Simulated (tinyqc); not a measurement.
What each parameter does: shallow donor in an anisotropic valley (effective-mass theory).

One valley: H = -c [(d2/dx2 + d2/dy2)/mt + (d2/dz2)/ml] - q/(eps r), c = hbar^2/2m0, q = e^2/(4 pi eps0). Trial function exp(-sqrt((x^2 + y^2)/a^2 + z^2/b^2)) with a > b: T = (c/3)(2/(mt a^2) + 1/(ml b^2)), V = -(q/eps) atan(u/b)/u, u = sqrt(a^2 - b^2). The central cell of the impurity is left out.

Constants: hbar^2/2m0 = 3.80998211 eV angstrom^2; e^2/(4 pi eps0) = 14.39964547 eV angstrom.

Values chosen for the exercise (out of a larger set: near those of Ge; not measured data):
- ml = 1.544 m0 (longitudinal mass)
- mt = 0.082 m0 (transverse mass)
- eps = 15.6 (dielectric constant)

The minimum of the trial energy.

One parameter was then changed.

Results before and after:

| case | E (meV) | a (angstrom) | b (angstrom) | b/a |
|---|---|---|---|---|
| base | -9.48 | 62.79 | 22.50 | 0.358 |
| changed | -11.77 | 56.35 | 20.19 | 0.358 |

Which of these changes was made? (a) eps = 14; (b) ml = 1.235 m0; (c) mt = 0.09 m0.
Answer: (a) eps = 14. Of the candidates, run in turn, only this one gives the changed row.

All candidates:

| case | E (meV) | a (angstrom) | b (angstrom) | b/a |
|---|---|---|---|---|
| base | -9.48 | 62.79 | 22.50 | 0.358 |
| ml = 1.235 m0 | -9.12 | 64.43 | 24.93 | 0.387 |
| mt = 0.09 m0 | -10.24 | 57.82 | 21.39 | 0.370 |
| eps = 14 | -11.77 | 56.35 | 20.19 | 0.358 |

eps only rescales the solution (E as 1/eps^2, lengths as eps), so b/a depends on ml/mt alone.

tinyqc: `OMP_NUM_THREADS=1 python tinyqc.py 1281930 1281931 out.jsonl`; about 0.01 s, one thread, shared Intel(R) Xeon(R) Processor @ 2.30GHz.
